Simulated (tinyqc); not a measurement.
## Series resistance and mobility from two gate lengths

Problem. At small Vds the total resistance times width is 2 Rs + L/(mu Q), with the same mu and Q at both lengths. Find mu and Rs.

total resistance at L = 40 and 250 nm (ohm um): 281.39272  1023.7045
Q = 1.23 uC/cm^2

Solution. The slope against L is 1/(mu Q), and the intercept at L = 0 is 2 Rs.

mu = 230.0 cm^2/(V s)
Rs = 70.00 ohm um

Numbers from tinyqc (`OMP_NUM_THREADS=1 python tinyqc.py 2380161 2380162 out.jsonl`; about 0.02 s on one thread of a shared Intel Xeon 2.30GHz).
